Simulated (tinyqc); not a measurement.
Worked calculation: coupled-perturbed Hartree-Fock on RHF in the 3-21g basis, for H3+, spin multiplicity 1. One step of it, computed by the program tinyqc.

Question. Orthogonalisation. S = U s U^T; symmetric (Loewdin) form X = U s^(-1/2) U^T, so that X^T S X = 1.

overlap S, order 1H 1s, 1H 2s, 2H 1s, 2H 2s, 3H 1s, 3H 2s:
$$\begin{pmatrix}
1.000000 & 0.645899 & 0.197491 & 0.374757 & 0.197491 & 0.374757 \\
0.645899 & 1.000000 & 0.374757 & 0.719127 & 0.374757 & 0.719127 \\
0.197491 & 0.374757 & 1.000000 & 0.645899 & 0.002168 & 0.073378 \\
0.374757 & 0.719127 & 0.645899 & 1.000000 & 0.073378 & 0.267438 \\
0.197491 & 0.374757 & 0.002168 & 0.073378 & 1.000000 & 0.645899 \\
0.374757 & 0.719127 & 0.073378 & 0.267438 & 0.645899 & 1.000000
\end{pmatrix}$$

Give: eigenvalues of S; X.

Answer.

eigenvalues of S: [0.0708, 0.2775, 0.4292, 0.7593, 1.4529, 3.0103]

X, order 1H 1s, 1H 2s, 2H 1s, 2H 2s, 3H 1s, 3H 2s:
$$\begin{pmatrix}
1.2616 & -0.5921 & -0.0208 & 0.0755 & -0.0208 & 0.0755 \\
-0.5921 & 2.5071 & -0.0024 & -0.9480 & -0.0024 & -0.9480 \\
-0.0208 & -0.0024 & 1.2418 & -0.4762 & -0.0016 & 0.0443 \\
0.0755 & -0.9480 & -0.4762 & 1.7427 & 0.0443 & 0.2582 \\
-0.0208 & -0.0024 & -0.0016 & 0.0443 & 1.2418 & -0.4762 \\
0.0755 & -0.9480 & 0.0443 & 0.2582 & -0.4762 & 1.7427
\end{pmatrix}$$
